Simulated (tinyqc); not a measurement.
Thinning the body: Gamma, L and X subbands of a thin body with non-parabolic valleys.

Hard walls, flat band, c = hbar^2/2m0, energies from the bulk Gamma edge. For a valley at angle theta to the normal 1/m_z = cos^2/ml + sin^2/mt and m_d = sqrt(ml mt^2/m_z). Subband n starts at E_v + e with e (1 + a e) = c (n pi/t)^2/m_z, and its density-of-states mass is taken as m_d (1 + 2 a e), without further growth at higher in-plane energy. Groups are named by valley and degeneracy.

n_i = g m/(2 pi c) kB T ln(1 + exp((EF - E_i)/kB T)), sum n_i = Ns (1e12/cm^2 = 1e-4/angstrom^2), c = hbar^2/2m0. Quantum capacitance Cq = 1602.176634 sum g m/(2 pi c) f_i in microfarad/cm^2 with f_i = 1/(1 + exp((E_i - EF)/kB T)); Cox = 34.5313/eot (one gate); C/Cox = Cq/(Cq + Cox), the centroid term left out.

Constants: hbar^2/2m0 = 3.80998211 eV angstrom^2; kB = 8.617333262e-05 eV/K.

Inputs chosen for the exercise (near those of a thin GaSb channel; not measured data):

| symbol | value | unit | meaning |
|---|---|---|---|
| face | 111 |  | surface |
| mG | 0.0394 | m0 | Gamma mass |
| aG | 1.13 | 1/eV | Gamma non-parabolicity |
| EL | 0.064 | eV | L edge above Gamma |
| mL | (1.285, 0.099) | m0 | L valleys (four, along <111>): ml, mt |
| EX | 0.34 | eV | X edge above Gamma |
| mX | (1.542, 0.221) | m0 | X valleys (three, along <100>): ml, mt |
| aS | 0.35 | 1/eV | non-parabolicity of L and X |
| Ns | 7.2 | x 1e12/cm^2 | sheet density |
| T | 300 | K | temperature |
| eot | 7 | angstrom | equivalent oxide thickness |
| ts | (18, 24, 30, 40, 55, 75, 110) | angstrom | thicknesses |

Lowest edge of each valley type, the lowest group, the Gamma share and C/Cox, with n = 1 to 8 of all groups.

Results:

| t (angstrom) | Gamma (eV) | L (eV) | X (eV) | lowest | Gamma share (%) | C/Cox |
|---|---|---|---|---|---|---|
| 18 | 1.232 | 0.152 | 0.676 | L1 | 0.0 | 0.602 |
| 24 | 0.847 | 0.114 | 0.537 | L1 | 0.0 | 0.690 |
| 30 | 0.623 | 0.096 | 0.469 | L1 | 0.0 | 0.719 |
| 40 | 0.408 | 0.082 | 0.414 | L1 | 0.0 | 0.777 |
| 55 | 0.247 | 0.074 | 0.380 | L1 | 0.1 | 0.849 |
| 75 | 0.146 | 0.069 | 0.361 | L1 | 1.2 | 0.872 |
| 110 | 0.073 | 0.066 | 0.350 | L1 | 4.5 | 0.880 |

From 110 down to 18 angstrom Gamma rises by 1.16 eV, L by 0.09 and X by 0.33 eV, the light Gamma mass moving most. L1 stays lowest throughout. The Gamma share goes from 5 % to 0 %. C/Cox is 0.88 and 0.60 at the ends and lies between 0.60 and 0.88. Hard walls overstate the rise in the thinnest rows.

(tinyqc, `OMP_NUM_THREADS=1 python tinyqc.py 1250868 1250869 out.jsonl`, Intel(R) Xeon(R) Processor @ 2.30GHz, 1 thread, shared host, about 0.04 s.)
